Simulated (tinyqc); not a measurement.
Schottky barrier on an n-type semiconductor with a doping step, non-linear Poisson equation by Newton steps: two steps of the calculation.

One dimension, metal at x = 0, donor density C(x) = N1 for x < x1 and Nd beyond. Energies are counted from the electron Fermi level of the semiconductor and the conduction-band edge is Ec = -psi, so n = Nc exp(psi/Vt); holes follow the Fermi level of the metal, at -V, so p = Nv exp((V - psi - Eg)/Vt). Ends: psi(0) = V - phiB and psi = Vt ln(Nd/Nc) deep inside. Boltzmann statistics, full ionisation, no current, no image force in the Poisson equation.

Inputs (values chosen for the exercise); band and dielectric values close to those of cadmium telluride:
- T = 400 K (temperature)
- Eg = 1.52 eV (band gap)
- Nc = 1.23e18 cm^-3 (conduction-band density of states at T)
- Nv = 2.73e19 cm^-3 (valence-band density of states at T)
- V = -0.8 V (bias of the metal against the semiconductor)

Constants: q = 1.602176634e-19 C, kB = 1.380649e-23 J/K, Vt = kB T/q. Results are converted to the units shown.

Problem 1. Densities, residual and Jacobian diagonal. n_i = Nc exp(psi_i/Vt), p_i = Nv exp((V - psi_i - Eg)/Vt), rho_i = p_i - n_i + C_i, g_i = (n_i + p_i)/Vt. Box widths w_i = (h_(i-1) + h_i)/2 in cm. Residual F_i = a_i (psi_(i+1) - psi_i) - a_(i-1) (psi_i - psi_(i-1)) + q rho_i w_i; Jacobian: a_(i-1) and a_i beside the diagonal, b_i = -a_(i-1) - a_i - q g_i w_i on it. The two end nodes are fixed.

```
node  x (nm)  psi after iteration 1 (V)  donor density C (cm^-3)
0          0                 -1.6900000                   5.5e15
1         13                 -1.5557139                   5.5e15
2         28                 -1.4686237                   5.5e15
3       45.3                 -1.3805952                   5.5e15
4       65.2                 -1.2854474                   5.5e15
5       88.2                 -1.1793929                   1.1e17
6        115                 -1.0602644                   1.1e17
7        145                 -0.9302074                   1.1e17
8        181                 -0.7772274                   1.1e17
9        221                 -0.6104230                   1.1e17
10       268                 -0.4188446                   1.1e17
11       322                 -0.2080811                   1.1e17
12       385                 -0.0832189                   1.1e17
```

coupling a_i, interval 0 to 11 (F/cm^2): [7.0152411e-7, 6.0798756e-7, 5.2715685e-7, 4.5828208e-7, 3.9651363e-7, 3.4029155e-7, 3.0399378e-7, 2.5332815e-7, 2.2799534e-7, 1.9403858e-7, 1.6888543e-7, 1.4475894e-7]

Wanted: n; p; residual F; diagonal b.

Solution 1.

```
node  n (cm^-3)  p (cm^-3)
0      6.264e-4   3.151e11
1       0.03082    6.406e9
2        0.3855    5.120e8
3         4.956    3.983e7
4         78.34    2.520e6
5          1699    1.162e5
6       5.385e4       3666
7       2.343e6      84.25
8       1.983e8     0.9956
9      2.506e10   0.007878
10     6.497e12   3.038e-5
11     2.939e15   6.717e-8
12     1.100e17   1.795e-9
```

```
node  residual F (1e-8 C/cm^2)  diagonal b (F/cm^2)
1                       -4.002            -1.310e-6
2                       -0.512            -1.135e-6
3                       -0.116            -9.854e-7
4                        0.034            -8.548e-7
5                        4.237            -7.368e-7
6                        4.905            -6.443e-7
7                        5.738            -5.573e-7
8                        6.625            -4.813e-7
9                        7.581            -4.220e-7
10                       8.742            -3.631e-7
11                       8.283            -3.936e-7
```

Problem 2. Newton step. Solve the tridiagonal system a_(i-1) d_(i-1) + b_i d_i + a_i d_(i+1) = -F_i for nodes 1 to 11, with d = 0 on fixed nodes. Each component d is damped to sign(d) Vt ln(1 + |d|/Vt) before it is added.

coupling a_i, interval 0 to 11 (F/cm^2): [7.0152411e-7, 6.0798756e-7, 5.2715685e-7, 4.5828208e-7, 3.9651363e-7, 3.4029155e-7, 3.0399378e-7, 2.5332815e-7, 2.2799534e-7, 1.9403858e-7, 1.6888543e-7, 1.4475894e-7]

```
node  diagonal b (F/cm^2)  residual F (C/cm^2)
1           -1.3095117e-6        -7.0792832e-8
2           -1.1351444e-6        -1.2986018e-8
3           -9.8543893e-7        -4.3911898e-9
4           -8.5479571e-7        -1.4024790e-9
5           -7.3680517e-7         4.0690421e-8
6           -6.4428533e-7         4.7952797e-8
7           -5.5732194e-7         5.6514805e-8
8           -4.8132378e-7         6.5422651e-8
9           -4.2207461e-7         7.4741965e-8
10          -3.7302475e-7         8.4666559e-8
11          -3.1186378e-6        -2.5163857e-8
```

psi after iteration 2, node 0 to 12 (V): [-1.6900000, -1.4875143, -1.3723441, -1.2668481, -1.1586556, -1.0419129, -0.9152661, -0.7804026, -0.6250568, -0.4592415, -0.2743074, -0.0854329, -0.0832189]

Wanted: Newton step d, before damping; psi after iteration 3.

Solution 2.

Newton step d, before damping, node 1 to 11 (V): [0.1035, 0.3393, 0.6360, 0.9868, 1.3958, 1.7527, 1.9946, 2.0618, 1.8494, 1.2151, 0.0577]
psi after iteration 3, node 0 to 12 (V): [-1.6900, -1.4397, -1.2902, -1.1645, -1.0418, -0.9135, -0.7792, -0.6399, -0.4835, -0.3213, -0.1505, -0.0515, -0.0832]

Computed by the program tinyqc: `OMP_NUM_THREADS=1 python tinyqc.py 2020023 2020024 out.jsonl`, one thread of a shared Intel Xeon 2.30GHz, about 0.08 s for the whole run.
